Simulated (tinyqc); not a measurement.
# Resistance of a source-drain extension with a graded tip: effects of single changes

y runs along the channel, the gate covers y > 0. The doping is N0 for y < y0 and N0 10^(-(y - y0)/la) beyond, uniform over the depth xj. Sheet conductance s(y) = q mu(N) max(N - Nch, 0) xj + (for y > 0) ma Cox Vo, with mu(N) = u0 + (u1 - u0)/(1 + (N/Nr)^au) and Cox = eps0 eox/tox. Current is taken as one-dimensional; depletion of the tip, spreading and the contact are left out. The metallurgical junction lies at yj, where N = Nch.

Values chosen for this exercise; mobility law close to that of holes in silicon:

| symbol | value | unit | meaning |
|---|---|---|---|
| eox | 3.9 |  | relative permittivity of the gate insulator (close to silicon dioxide) |
| tox | 2.7 | nm | insulator thickness |
| N0 | 5.6e19 | cm^-3 | active doping of the extension far from the gate |
| la | 5.7 | nm/decade | lateral abruptness |
| y0 | 1.1 | nm | position under the gate where the fall begins (gate edge at 0) |
| xj | 20 | nm | depth of the extension |
| Nch | 8.6e17 | cm^-3 | channel doping |
| Ls | 7 | nm | spacer length |
| Vo | 0.37 | V | gate overdrive |
| ma | 60 | cm^2/(V s) | mobility of the gate-induced layer |
| u1 | 470.5 | cm^2/(V s) | mobility at low doping |
| u0 | 44.9 | cm^2/(V s) | mobility at high doping |
| Nr | 2.23e17 | cm^-3 | reference doping |
| au | 0.719 |  | exponent |
| Lg | 40 | nm | gate length |

Constants: q = 1.602176634e-19 C, eps0 = 8.8541878128e-14 F/cm where lengths are in cm. Results are converted to the units shown.

Each table varies one quantity; the others keep the values above.

## Abruptness at a fixed junction position

R_spacer = integral of dy/s from -Ls to 0, R_ov from 0 to yj, R_channel = (Lg - 2 yj)/(ma Cox Vo), R_total = 2 R_spacer + 2 R_ov + R_channel. Electrical length L_eff = ma Cox dR_total/d(1/Vo); R_series = R_total - L_eff/(ma Cox Vo). y0 is moved with la so that yj stays at 11.438 nm.

The same in every row: yj (nm) = 11.44; R_channel (ohm um) = 603.1.

Results:

| la (nm/decade) | R_spacer (ohm um) | R_ov (ohm um) | R_total (ohm um) | L_eff (nm) | R_series (ohm um) |
|---|---|---|---|---|---|
| 1 | 7.509 | 25.44 | 669.0 | 17.53 | 51.44 |
| 2.2 | 7.509 | 41.68 | 701.5 | 18.00 | 67.41 |
| 3.4 | 7.509 | 57.92 | 734.0 | 18.47 | 83.38 |
| 4.6 | 7.509 | 74.16 | 766.5 | 18.94 | 99.36 |
| 5.8 | 7.509 | 90.40 | 798.9 | 19.41 | 115.3 |
| 7 | 7.796 | 106.4 | 831.5 | 19.88 | 131.4 |
| 9.4 | 13.26 | 133.9 | 897.5 | 20.79 | 165.4 |

Estimate the missing row, la = 8.2 nm/decade.

Computed row:

| la (nm/decade) | R_spacer (ohm um) | R_ov (ohm um) | R_total (ohm um) | L_eff (nm) | R_series (ohm um) |
|---|---|---|---|---|---|
| 8.2 | 9.672 | 120.9 | 864.2 | 20.34 | 148.0 |

With this row back in the table: As la goes from 1 to 9.4 nm/decade, R_total rises from 669 to 897 ohm um, R_spacer rises from 7.51 to 13.3 ohm um and R_ov rises from 25.4 to 134 ohm um. R_total changes on average by 27.2 ohm um for each nm/decade. L_eff exceeds the metallurgical length by 0.411 nm in the first row and 3.66 nm in the last, since the gate also controls the lightly doped tips.

## Effect of the depth of the extension

Same model as above.

The same in every row: yj (nm) = 11.44; R_channel (ohm um) = 603.1.

Effect of the depth of the extension:

| xj (nm) | R_spacer (ohm um) | R_ov (ohm um) | R_total (ohm um) | L_eff (nm) | R_series (ohm um) |
|---|---|---|---|---|---|
| 4 | 37.55 | 189.6 | 1057 | 23.80 | 219.3 |
| 5.6 | 26.82 | 165.8 | 988.4 | 22.60 | 192.3 |
| 7.7 | 19.50 | 144.3 | 930.7 | 21.60 | 170.0 |
| 11 | 13.65 | 121.9 | 874.2 | 20.63 | 147.5 |
| 15 | 10.01 | 104.0 | 831.2 | 19.92 | 129.5 |
| 21 | 7.152 | 86.65 | 790.7 | 19.29 | 111.5 |
| 29 | 5.179 | 71.94 | 757.4 | 18.79 | 95.52 |
| 40 | 3.755 | 59.19 | 729.0 | 18.40 | 81.04 |

What does the table show?

As xj goes from 4 to 40, R_total falls from 1060 to 729 ohm um, L_eff falls from 23.8 to 18.4 nm and R_series falls from 219 to 81.0 ohm um.

Computed by the program tinyqc: `OMP_NUM_THREADS=1 python tinyqc.py 2282164 2282165 out.jsonl`, one thread of a shared Intel Xeon 2.30GHz, about 0.05 s for the whole run.
